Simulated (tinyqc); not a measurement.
Inside a calculation. Model: short-channel transistor, virtual-source model with series resistance.

tinyqc, about 0.01 s, one thread, Intel Xeon 2.30GHz (shared host): `OMP_NUM_THREADS=1 python tinyqc.py 2380113 2380114 out.jsonl` Printed values are rounded.

The current per gate width is the charge at the top of the source barrier (the virtual source) times its velocity times a saturation function; al and be are fitting constants of the model. Units: I in uA/um, Rs in ohm um, so I Rs = 1e-6 I Rs in volts; Q in uC/cm^2, so I = 1e-4 Q vx0 Fsat with vx0 in cm/s.

Values chosen for this exercise: temperature T = 300 K; inversion capacitance Cinv = 1.12 uF/cm^2; velocity at the virtual source vx0 = 1.81e7 cm/s; apparent mobility mu = 560 cm^2/(V s); channel length L = 32 nm; threshold at zero drain voltage VT0 = 0.4 V; drain-induced barrier lowering dl = 0.133 V/V; subthreshold factor n0 = 1.28; growth of n with drain voltage nd = 0 1/V; threshold shift (in units of Vt) from weak to strong inversion al = 3.5; sharpness of saturation be = 2; series resistance of each contact Rs = 90 ohm um; gate voltage Vgs = 0.7 V; drain voltage Vds = 0.35 V.

Constants: q = 1.602176634e-19 C, kB = 1.380649e-23 J/K, Vt = kB T/q. Results are converted to the units shown.

## Iteration 1: current through the series resistance

I at the start = 0 uA/um

Intrinsic voltages Vg' = Vgs - I Rs, Vd' = Vds - 2 I Rs. n = n0 + nd Vd', VT = VT0 - dl Vd', Ff = 1/(1 + exp((Vg' - VT + al Vt/2)/(al Vt))), Q = Cinv n Vt ln(1 + exp((Vg' - VT + al Vt Ff)/(n Vt))), Vdsat = (vx0 L/mu)(1 - Ff) + Vt Ff, Fsat = u/(1 + u^be)^(1/be) with u = Vd'/Vdsat, and I(out) = Q vx0 Fsat per width. (Fsat takes the sign of u.) I(new) = I + 0.5 (I(out) - I).

Vg' = 0.7 V
Vd' = 0.35 V
VT = 0.353450 V
Ff = 0.0129959
Q = 0.389454 uC/cm^2
Vdsat = 0.102420 V
Fsat = 0.959751
I(out) = 676.540 uA/um
I after iteration 1 = 338.270 uA/um

## Iteration 2: current through the series resistance

As before.

Vg' = 0.669556 V
Vd' = 0.289111 V
VT = 0.361548 V
Ff = 0.0197612
Q = 0.346974 uC/cm^2
Vdsat = 0.101896 V
Fsat = 0.943137
I(out) = 592.312 uA/um
I after iteration 2 = 465.291 uA/um

## Course of the iteration: current through the series resistance

Stop when I changes by less than 1e-7 uA/um, or after 80 iterations.

Course of the iteration:
```
iteration  I (uA/um)  |change| (uA/um)
1            338.270               338
2            465.291               127
3            512.593              47.3
4            530.131              17.5
5            536.622              6.49
6            539.022              2.40
7            539.910             0.888
8            540.238             0.328
9            540.359             0.121
...              ...               ...
16           540.430           1.14e-4
17           540.430           4.23e-5
18           540.430           1.56e-5
19           540.430           5.78e-6
20           540.430           2.14e-6
21           540.430           7.90e-7
22           540.430           2.92e-7
23           540.430           1.08e-7
24           540.430           3.99e-8
```

Converged in 24 iterations. At the end each change is about 0.37 times the one before: linear convergence.

## What the series resistance costs

converged I = 540.430 uA/um
I0 = 676.540 uA/um

Intrinsic voltages Vg' = Vgs - I Rs, Vd' = Vds - 2 I Rs. n = n0 + nd Vd', VT = VT0 - dl Vd', Ff = 1/(1 + exp((Vg' - VT + al Vt/2)/(al Vt))), Q = Cinv n Vt ln(1 + exp((Vg' - VT + al Vt Ff)/(n Vt))), Vdsat = (vx0 L/mu)(1 - Ff) + Vt Ff, Fsat = u/(1 + u^be)^(1/be) with u = Vd'/Vdsat, and I = Q vx0 Fsat per width. I0 is the current for Rs = 0. Effective velocity I/Q; transit time L Q/I.

loss against I0 = 20.1185 %
effective velocity = 1.67969e7 cm/s
transit time = 0.190512 ps

The carriers leave the virtual source at 92.8 % of vx0: the device is in saturation.
